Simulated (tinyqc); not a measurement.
Inside a calculation. Method: plane-wave Kohn-Sham cycle with exchange-only LDA in a layered model solid. Computed by tinyqc, a small Python program that keeps every step. Settings: points = 16, plane-wave index or count = 3, electrons = 2, k points = 3, area = 34.0, mixing = 0.3, iteration cap = 66, Pulay depth = 3. Command: `OMP_NUM_THREADS=1 python tinyqc.py 25373 25374 out.jsonl` (the two numbers bound the seeds that draw the settings). One thread of a shared host (Intel(R) Xeon(R) Processor @ 2.60GHz), about 0.01 s of CPU time with the checks. Later iterations appear only in the table of the cycle.

## Iteration 1: potential

A solid whose potential varies along x alone (atomic units):
```
parameter                      value
period a                    7.700000
cross-section of the cell  34.000000
electrons per cell                 2
grid points                       16
plane waves -n..n, n               3
k points                           3
V1 in V1 cos(2 pi x/a)     -0.340000
V2 in V2 cos(4 pi x/a)      0.190000
```

density at the start, on the grid x_j = j a/N (e/bohr^3): [0.007639, 0.007639, 0.007639, 0.007639, 0.007639, 0.007639, 0.007639, 0.007639, 0.007639, 0.007639, 0.007639, 0.007639, 0.007639, 0.007639, 0.007639, 0.007639]

V_H(G) = 4 pi rho(G)/G^2 for G != 0 (uniform background); v_x = -(3 rho/pi)^(1/3); V = V_ext + V_H + v_x; Fourier components f(G_m) = (1/N) sum_j f(x_j) exp(-i G_m x_j).

Potentials on the grid (hartree):
```
x         V_ext     V_H      v_x        V
0.0000  -0.1500  0.0000  -0.1939  -0.3439
0.4813  -0.1798  0.0000  -0.1939  -0.3737
0.9625  -0.2404  0.0000  -0.1939  -0.4344
1.4438  -0.2645  0.0000  -0.1939  -0.4584
1.9250  -0.1900  0.0000  -0.1939  -0.3839
2.4062  -0.0042  0.0000  -0.1939  -0.1982
2.8875   0.2404  0.0000  -0.1939   0.0465
3.3687   0.4485  0.0000  -0.1939   0.2545
3.8500   0.5300  0.0000  -0.1939   0.3361
4.3312   0.4485  0.0000  -0.1939   0.2545
4.8125   0.2404  0.0000  -0.1939   0.0465
5.2938  -0.0042  0.0000  -0.1939  -0.1982
5.7750  -0.1900  0.0000  -0.1939  -0.3839
6.2562  -0.2645  0.0000  -0.1939  -0.4584
6.7375  -0.2404  0.0000  -0.1939  -0.4344
7.2188  -0.1798  0.0000  -0.1939  -0.3737
```

V(G_m), m = 0, 1, 2, ... (hartree): [-0.1939, -0.1700, 0.0950, 0.0000, 0.0000, 0.0000, 0.0000]

## Iteration 1: Hamiltonian at one k

k = 0.0000 2 pi / a

H(m,m') = (k + G_m)^2/2 delta + V(G_m - G_m'), with V(-G) = V(G).

H (hartree), order -3, -2, -1, +0, +1, +2, +3:
```
[[2.8024, -0.1700, 0.0950, 0.0000, 0.0000, 0.0000, 0.0000],
 [-0.1700, 1.1378, -0.1700, 0.0950, 0.0000, 0.0000, 0.0000],
 [0.0950, -0.1700, 0.1390, -0.1700, 0.0950, 0.0000, 0.0000],
 [0.0000, 0.0950, -0.1700, -0.1939, -0.1700, 0.0950, 0.0000],
 [0.0000, 0.0000, 0.0950, -0.1700, 0.1390, -0.1700, 0.0950],
 [0.0000, 0.0000, 0.0000, 0.0950, -0.1700, 1.1378, -0.1700],
 [0.0000, 0.0000, 0.0000, 0.0000, 0.0950, -0.1700, 2.8024]]
```

## Iteration 1: levels at that k

Diagonalise the Hermitian matrix.

eigenvalues (hartree): [-0.3045, 0.0165, 0.2893, 1.1436, 1.1708, 2.8241, 2.8246]

## Iteration 1: new density

Motion across x is left out: the lowest 1 band(s) hold two electrons at each of the k points (j + 1/2)/nk - 1/2. Residual R = rho(out) - rho(in); rho(new) = rho(in) + 0.3 R. rho(out) = 2/(a A nk) sum |psi|^2 with psi = sum c exp(i G x). Harris energy E = band energy - dV sum rho (V_H/2 + v_x) + (3/4) dV sum rho v_x with rho(in), dV = a A/N, band energy = (2/nk) sum of the filled levels.

rho(out) (e/bohr^3): [0.015688, 0.015321, 0.013873, 0.010934, 0.007075, 0.003660, 0.001561, 0.000642, 0.000410, 0.000642, 0.001561, 0.003660, 0.007075, 0.010934, 0.013873, 0.015321]

density after iteration 1 (e/bohr^3): [0.010054, 0.009944, 0.009510, 0.008628, 0.007470, 0.006446, 0.005816, 0.005540, 0.005471, 0.005540, 0.005816, 0.006446, 0.007470, 0.008628, 0.009510, 0.009944]

energy per cell = -0.498384 hartree

## Iteration 2: potential

As before.

Potentials on the grid (hartree):
```
x         V_ext      V_H      v_x        V
0.0000  -0.1500   0.0466  -0.2125  -0.3159
0.4813  -0.1798   0.0431  -0.2118  -0.3484
0.9625  -0.2404   0.0330  -0.2086  -0.4161
1.4438  -0.2645   0.0175  -0.2020  -0.4489
1.9250  -0.1900  -0.0007  -0.1925  -0.3832
2.4062  -0.0042  -0.0185  -0.1833  -0.2060
2.8875   0.2404  -0.0329  -0.1771   0.0304
3.3687   0.4485  -0.0421  -0.1742   0.2321
3.8500   0.5300  -0.0453  -0.1735   0.3112
4.3312   0.4485  -0.0421  -0.1742   0.2321
4.8125   0.2404  -0.0329  -0.1771   0.0304
5.2938  -0.0042  -0.0185  -0.1833  -0.2060
5.7750  -0.1900  -0.0007  -0.1925  -0.3832
6.2562  -0.2645   0.0175  -0.2020  -0.4489
6.7375  -0.2404   0.0330  -0.2086  -0.4161
7.2188  -0.1798   0.0431  -0.2118  -0.3484
```

V(G_m), m = 0, 1, 2, ... (hartree): [-0.1928, -0.1573, 0.0952, 0.0005, 0.0000, 0.0000, 0.0000]

## Iteration 2: Hamiltonian at one k

k = 0.0000 2 pi / a

As before.

H (hartree), order -3, -2, -1, +0, +1, +2, +3:
```
[[2.8035, -0.1573, 0.0952, 0.0005, 0.0000, 0.0000, 0.0000],
 [-0.1573, 1.1389, -0.1573, 0.0952, 0.0005, 0.0000, 0.0000],
 [0.0952, -0.1573, 0.1401, -0.1573, 0.0952, 0.0005, 0.0000],
 [0.0005, 0.0952, -0.1573, -0.1928, -0.1573, 0.0952, 0.0005],
 [0.0000, 0.0005, 0.0952, -0.1573, 0.1401, -0.1573, 0.0952],
 [0.0000, 0.0000, 0.0005, 0.0952, -0.1573, 1.1389, -0.1573],
 [0.0000, 0.0000, 0.0000, 0.0005, 0.0952, -0.1573, 2.8035]]
```

## Iteration 2: levels at that k

As before.

eigenvalues (hartree): [-0.2910, 0.0207, 0.2839, 1.1440, 1.1690, 2.8226, 2.8231]

## Iteration 2: new density

B (overlaps of the stored error matrices):
```
[[5.3859874e-04, 3.5751133e-04],
 [3.5751133e-04, 2.3778262e-04]]
```

Motion across x is left out: the lowest 1 band(s) hold two electrons at each of the k points (j + 1/2)/nk - 1/2. Residual R = rho(out) - rho(in); rho(new) = rho(in) + 0.3 R; Pulay mixing then takes sum c_i of the stored mixed densities, with c from B_ij = sum R_i R_j as in DIIS. rho(out) = 2/(a A nk) sum |psi|^2 with psi = sum c exp(i G x). Harris energy E = band energy - dV sum rho (V_H/2 + v_x) + (3/4) dV sum rho v_x with rho(in), dV = a A/N, band energy = (2/nk) sum of the filled levels.

rho(out) (e/bohr^3): [0.015121, 0.014863, 0.013688, 0.011040, 0.007337, 0.003914, 0.001730, 0.000741, 0.000485, 0.000741, 0.001730, 0.003914, 0.007337, 0.011040, 0.013688, 0.014863]

DIIS coefficients: [-1.9513, 2.9513]

density after iteration 2 (e/bohr^3): [0.014540, 0.014299, 0.013209, 0.010763, 0.007352, 0.004204, 0.002198, 0.001291, 0.001057, 0.001291, 0.002198, 0.004204, 0.007352, 0.010763, 0.013209, 0.014299]

energy per cell = -0.475828 hartree

## Convergence

Stop when sqrt(dV sum R^2) is below 1e-8, dV = a A/N.

Course of the cycle:
```
iteration  E (hartree)  norm of the residual
1            -0.498384              9.39e-02
2            -0.475828              6.24e-02
3            -0.460602              6.27e-03
4            -0.460754              2.13e-03
5            -0.460744              4.51e-05
6            -0.460744              1.63e-05
7            -0.460744              1.09e-05
8            -0.460744              5.49e-06
9            -0.460744              3.16e-06
10           -0.460744              1.86e-06
11           -0.460744              7.77e-07
12           -0.460744              5.31e-07
13           -0.460744              1.96e-07
14           -0.460744              1.34e-07
15           -0.460744              6.37e-08
16           -0.460744              3.53e-08
17           -0.460744              2.16e-08
18           -0.460744              9.44e-09
```

Converged in 18 iterations. Before convergence this energy mixes input and output and is not variational, so it may rise towards its limit.
